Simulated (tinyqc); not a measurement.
Weaire-Thorpe hybrids on a Bethe lattice: gap and dangling bond of an amorphous tetrahedral solid: sweeps and comparisons. A value that a table varies takes the place of the one given here.

Four sp3 hybrids an atom at energy 0, coupled by -V1 on the atom and by -V2 along a bond; the bonds form a tree (no rings). For any network the gap runs at least from -V2 + V1 to V2 - 3 V1, and p-like states pile up at -V2 + V1 and V2 + V1. On the tree the gap is wider: it ends at Ec = -V1 + sqrt(V2^2 + 4 V1^2 - 2 sqrt3 V1 V2), which makes it well wider than the gaps of the real glasses. A branch seen from a hybrid has the self-energy S = V2^2 g, where g is the Green function of the hybrid across the bond, whose three partners carry S themselves. With a = z - V1, b = a - S: g = 1/(a + V1 b/(b + 3 V1)), z = E + i eta. A full atom has G = (1/b)(b + 3 V1)/(b + 4 V1) per hybrid; a dangling hybrid with shift dh has G = 1/(1/g - dh).

Values chosen for the exercise (of the size of tabulated hybrid energies for amorphous germanium; shifted at random, so the results belong to these values and not to a real crystal):
```
symbol  value  unit  meaning
V1      1.81   eV    coupling of two hybrids on one atom
V2      4.31   eV    coupling of the two hybrids of a bond
eta     0.03   eV    broadening
dh      -0.43  eV    shift of the dangling hybrid (rehybridisation)
VH      4.48   eV    coupling to a hydrogen atom
eH      -3.11  eV    hydrogen level
E1s     -3.7   eV    first energy
dE      0.44   eV    step
```

## Bulk, dangling and hydrogenated hybrids across the gap

edges (eV): Ev -2.50000, Ec(bound) -1.12000, Ec(tree) 0.34794

Thirteen energies E1s + j dE. With hydrogen the hybrid gains the self-energy VH^2/(z - eH) and dh = 0.

Density per hybrid (1/eV):
```
E (eV)    bulk  dangling  with hydrogen
-3.70   0.0025    0.0011         0.0009
-3.26   0.0045    0.0009         0.0005
-2.82   0.0234    0.0011         0.0004
-2.38   0.1563    0.0014         0.0004
-1.94   0.0078    0.0020         0.0004
-1.50   0.0027    0.0035         0.0004
-1.06   0.0014    0.0077         0.0005
-0.62   0.0010    0.0327         0.0006
-0.18   0.0010    2.1357         0.0008
0.26    0.0020    0.0279         0.0018
0.70    0.0223    0.0812         0.0213
1.14    0.0299    0.0816         0.0378
1.58    0.0342    0.0766         0.0551
```

Between Ev = -2.50 and Ec = 0.35 eV the bulk density is a broadening tail (least 0.0010). The dangling hybrid reaches 2.136 at -0.18 eV among these rows; its level lies at -0.219 eV, and the peak there, of width eta, is far higher unless a row falls on it. With hydrogen the largest value on the rows inside the gap, more than 0.05 eV from an edge, is 0.0018, and 1/g = VH^2/(E - eH) has no root in the gap: the state has gone into a bonding level below and an antibonding one above.

## Level against rehybridisation

Root of 1/g(E) = dh for eta = 0 in the gap of the tree, between Ev = -V2 + V1 and Ec; a dash: none. A flatter atom makes the hybrid more p-like (dh > 0, up to V1), a more pyramidal one more s-like (dh < 0).

Level:
```
dh (eV)   E (eV)  above Ev (eV)  weight
-3.0     -1.7768         0.7232   0.595
-2.5     -1.4737         1.0263   0.616
-2.0     -1.1632         1.3368   0.625
-1.5     -0.8514         1.6486   0.620
-1.0     -0.5460         1.9540   0.598
-0.5     -0.2574         2.2426   0.552
0.0       0.0000         2.5000   0.471
0.5       0.2051         2.7051   0.339
1.0       0.3281         2.8281   0.140
```

A level exists for 9 of the 9 rows, from dh = -3 (0.723 eV above Ev) to 1 (2.828 eV); the gap of the tree is 2.848 eV. Its slope dE/d(dh) is the weight, largest at dh = -2 (0.62). A level that rises as the atom flattens is why an emptied dangling bond relaxes flat and a doubly filled one pyramidal.

## Stretching the bonds

V2 is scaled as (d0/d)^2 and V1 stays. Bound 2 V2 - 4 V1; tree V2 - 2 V1 + sqrt(V2^2 + 4 V1^2 - 2 sqrt3 V1 V2); a negative bound means that a network with rings may have no gap.

Against d/d0:
```
d/d0  V2 (eV)  V2/V1  bound (eV)  tree (eV)
0.96    4.677  2.584       2.113      3.434
0.98    4.488  2.479       1.735      3.127
1.00    4.310  2.381       1.380      2.848
1.02    4.143  2.289       1.045      2.594
1.04    3.985  2.202       0.730      2.364
1.07    3.765  2.080       0.289      2.061
1.10    3.562  1.968      -0.116      1.802
1.15    3.259  1.801      -0.722      1.453
```

The bound falls by 173 meV for each per cent of stretch near d0 and vanishes at d/d0 = 1.091, inside the table. Weak, stretched bonds therefore put states closest to the edges, one origin of band tails.

## What each parameter does

Ev = -V2 + V1, conduction edge of the tree -V1 + sqrt(V2^2 + 4 V1^2 - 2 sqrt3 V1 V2), and the level that solves 1/g(E) = dh for eta = 0. Each row changes one parameter from the base and keeps the others.

Results:
```
case           Ev (eV)  Ec (eV)  level (eV)  weight
base           -2.5000   0.3479     -0.2191   0.543
V1 = 1.73 eV   -2.5800   0.4422     -0.2366   0.579
V2 = 4.46 eV   -2.6500   0.4331     -0.2320   0.569
dh = -0.53 eV  -2.5000   0.3479     -0.2740   0.555
```

The largest shifts from the base row, up to three for each result and ties (the steps differ in size, so this ranks the rows, not the parameters). Ev (eV): V2 -0.1500, V1 -0.0800; unchanged at the printed digits by dh. Ec (eV): V1 +0.0942, V2 +0.0852; unchanged at the printed digits by dh. level (eV): dh -0.0549, V1 -0.0175, V2 -0.0129. weight: V1 +0.036, V2 +0.026, dh +0.013.

Computed by tinyqc, a small Python program: `OMP_NUM_THREADS=1 python tinyqc.py 1452558 1452559 out.jsonl` (the numbers bound the seed that draws the inputs); one thread of a shared host (Intel(R) Xeon(R) Processor @ 2.30GHz), about 0.03 s for the whole set of steps.
